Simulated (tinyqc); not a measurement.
Wannier exciton and Elliott formula: sweeps and comparisons. A value that a table varies takes the place of the one given here.

Saha balance n^2/n_x = K = (mu kB T/(4 pi c))^(3/2) exp(-Ry*/kB T) with n + n_x = N, 1s excitons only, equal spin counts for excitons and free pairs; free share f = 2/(1 + sqrt(1 + 4N/K)); c = hbar^2/2m0, Ry* = Ry mu/eps^2, 1/mu = 1/me + 1/mh, 1/angstrom^3 = 1e24/cm^3.

Constants: hbar^2/2m0 = 3.80998211 eV angstrom^2; kB = 8.617333262e-05 eV/K; Ry = 13.60569312 eV.

Values chosen for the exercise (near those of InGaAs; shifted at random, so the results belong to these values and not to a real crystal):
- xs = (0.04, 0.15, 0.41, 1.9, 6.7, 14, 30, 150) ((E - Eg)/Ry*)
- me = 0.043 m0 (electron mass)
- mh = 0.1 m0 (hole mass)
- eps = 14.3 (dielectric constant)
- N = 0.0012 x 1e16/cm^3 (density of pairs)

## Coulomb enhancement above the gap

Ry* = 2.0007 meV

With x = (E - Eg)/Ry* and y = pi/sqrt(x): S3 = y exp(y)/sinh(y), and S2 = exp(y)/cosh(y). Free-pair absorption goes as sqrt(x) in three dimensions and is constant in two.

Factors:

| x | E - Eg (meV) | sqrt(x) | S3 | S3 sqrt(x) | S2 |
|---|---|---|---|---|---|
| 0.040 | 0.08 | 0.200 | 31.416 | 6.283 | 2.000 |
| 0.15 | 0.30 | 0.387 | 16.223 | 6.283 | 2.000 |
| 0.41 | 0.82 | 0.640 | 9.813 | 6.284 | 2.000 |
| 1.9 | 3.80 | 1.378 | 4.607 | 6.350 | 1.979 |
| 6.7 | 13.40 | 2.588 | 2.662 | 6.891 | 1.838 |
| 14 | 28.01 | 3.742 | 2.064 | 7.724 | 1.686 |
| 30 | 60.02 | 5.477 | 1.681 | 9.207 | 1.518 |
| 1.5e+02 | 300.10 | 12.247 | 1.278 | 15.656 | 1.251 |

In three dimensions the product tends to 2 pi = 6.283 at the edge (6.283 in the first row), so the square-root onset becomes a step. Even 300 meV above the gap the enhancement is 1.28; it decays only as 1 + pi/sqrt(x) = 1.26. In two dimensions it never exceeds 2 and has fallen to 1.25.

## Temperature

The balance at fixed N.

Ionisation:

| T (K) | kB T/Ry* | K (1e16/cm^3) | free share |
|---|---|---|---|
| 10 | 0.431 | 0.00391 | 0.802 |
| 20 | 0.861 | 0.0353 | 0.968 |
| 40 | 1.723 | 0.178 | 0.993 |
| 77 | 3.317 | 0.629 | 0.998 |
| 150 | 6.461 | 1.98 | 0.999 |
| 300 | 12.922 | 6.06 | 1.00 |

The free share stays above one half over the table. The free share goes from 0.802 to 1. A lower density ionises at a lower temperature, since free pairs gain entropy.

Program tinyqc; command `OMP_NUM_THREADS=1 python tinyqc.py 1250193 1250194 out.jsonl`; about 0.01 s on one thread of a shared Intel(R) Xeon(R) Processor @ 2.30GHz.
